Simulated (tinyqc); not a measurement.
On-chip interconnect, size-dependent resistivity and RC delay: two steps of the calculation.

A rectangular line between two neighbours and two ground planes. Surface and grain-boundary scattering are added to the bulk resistivity as corrections; capacitances are parallel-plate values without fringing; inductance is ignored.

Inputs (values chosen for the exercise); metal values close to those of copper:
- rho0 = 1.72 uohm cm (bulk resistivity)
- lam = 40.7 nm (bulk mean free path)
- ps = 0 (specular share of surface scattering)
- Rg = 0.15 (reflection coefficient of grain boundaries)
- gr = 1 (grain size over the metal width)
- wd = 120 nm (drawn line width)
- AR = 1.5 (aspect ratio, height over width)
- tl = 2 nm (liner on both walls and the bottom, not conducting)
- sp = 240 nm (space to the neighbouring lines)
- hd = 140 nm (dielectric height to the planes above and below)
- ek = 4.2 (relative permittivity of the dielectric)
- Mf = 2 (Miller factor of the neighbours)
- Rd = 3600 ohm (driver resistance)
- dt = 11 ps (time step)

Constants: eps0 = 8.8541878128e-12 F/m. Results are converted to the units shown.

Task 1. Resistivity, resistance and capacitance per length. Metal width x = wd - 2 tl, height y = AR wd - tl; grain boundaries (Mayadas-Shatzkes): al = (lam/(gr x)) Rg/(1 - Rg), g = 1/[1 - 3 al/2 + 3 al^2 - 3 al^3 ln(1 + 1/al)] - 1; surfaces (Fuchs-Sondheimer, thick limit): s = (3/8) lam (1 - ps)(1/x + 1/y); rho = rho0 (1 + g + s); r = rho/(x y); c = eps0 ek (2 wd/hd + 2 Mf AR wd/sp).

Give: x; y; al; g; s; rho; r; c.

Result 1.

x = 116.0 nm
y = 178.0 nm
al = 0.06192
g = 0.09099
s = 0.2173
rho = 2.250 uohm cm
r = 1.090 ohm/um
c = 0.1753 fF/um

Task 2. Node voltages after a time step. A 1 V step is applied behind Rd at t = 0. C dv/dt = -G v + b, with G the conductance matrix of the ladder (1/Rs between neighbours, 1/Rd added at node 0) and b = (1 V/Rd, 0, ...). Trapezoidal step: (C/dt + G/2) v(new) = (C/dt - G/2) v + b.

Rs = 21.796614 ohm

| node | C (fF) | v at t = 0 (V) |
|---|---|---|
| 0 | 1.7531292 | 0 |
| 1 | 3.5062584 | 0 |
| 2 | 3.5062584 | 0 |
| 3 | 3.5062584 | 0 |
| 4 | 3.5062584 | 0 |
| 5 | 3.5062584 | 0 |
| 6 | 3.2531292 | 0 |

Give: v at t = 1 dt.

Result 2.

| node | v at t = 1 dt (V) |
|---|---|
| 0 | 0.1485 |
| 1 | 0.1383 |
| 2 | 0.1300 |
| 3 | 0.1236 |
| 4 | 0.1188 |
| 5 | 0.1158 |
| 6 | 0.1143 |

Computed by the program tinyqc: `OMP_NUM_THREADS=1 python tinyqc.py 2100080 2100081 out.jsonl`, one thread of a shared Intel Xeon 2.30GHz, about 0.01 s for the whole run.
